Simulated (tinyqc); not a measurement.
Level against rehybridisation: Weaire-Thorpe hybrids on a Bethe lattice: gap and dangling bond of an amorphous tetrahedral solid.

Four sp3 hybrids an atom at energy 0, coupled by -V1 on the atom and by -V2 along a bond; the bonds form a tree (no rings). For any network the gap runs at least from -V2 + V1 to V2 - 3 V1, and p-like states pile up at -V2 + V1 and V2 + V1. On the tree the gap is wider: it ends at Ec = -V1 + sqrt(V2^2 + 4 V1^2 - 2 sqrt3 V1 V2), which makes it well wider than the gaps of the real glasses. A branch seen from a hybrid has the self-energy S = V2^2 g, where g is the Green function of the hybrid across the bond, whose three partners carry S themselves. With a = z - V1, b = a - S: g = 1/(a + V1 b/(b + 3 V1)), z = E + i eta. A full atom has G = (1/b)(b + 3 V1)/(b + 4 V1) per hybrid; a dangling hybrid with shift dh has G = 1/(1/g - dh).

Values chosen for the exercise (out of a larger set: of the size of tabulated hybrid energies for amorphous silicon; not measured data): V1 = 1.8 eV (coupling of two hybrids on one atom); V2 = 4.3 eV (coupling of the two hybrids of a bond).

Root of 1/g(E) = dh for eta = 0 in the gap of the tree, between Ev = -V2 + V1 and Ec; a dash: none. A flatter atom makes the hybrid more p-like (dh > 0, up to V1), a more pyramidal one more s-like (dh < 0).

Level:

| dh (eV) | E (eV) | above Ev (eV) | weight |
|---|---|---|---|
| -3.0 | -1.7821 | 0.7179 | 0.596 |
| -2.5 | -1.4787 | 1.0213 | 0.616 |
| -2.0 | -1.1676 | 1.3324 | 0.626 |
| -1.5 | -0.8551 | 1.6449 | 0.622 |
| -1.0 | -0.5488 | 1.9512 | 0.600 |
| -0.5 | -0.2589 | 2.2411 | 0.555 |
| 0.0 | 0.0000 | 2.5000 | 0.474 |
| 0.5 | 0.2070 | 2.7070 | 0.344 |
| 1.0 | 0.3323 | 2.8323 | 0.145 |

What does the comparison show?

A level exists for 9 of the 9 rows, from dh = -3 (0.718 eV above Ev) to 1 (2.832 eV); the gap of the tree is 2.854 eV. Its slope dE/d(dh) is the weight, largest at dh = -2 (0.63). A level that rises as the atom flattens is why an emptied dangling bond relaxes flat and a doubly filled one pyramidal.

(tinyqc, `OMP_NUM_THREADS=1 python tinyqc.py 1480443 1480444 out.jsonl`, Intel(R) Xeon(R) Processor @ 2.30GHz, 1 thread, shared host, about 0.02 s.)
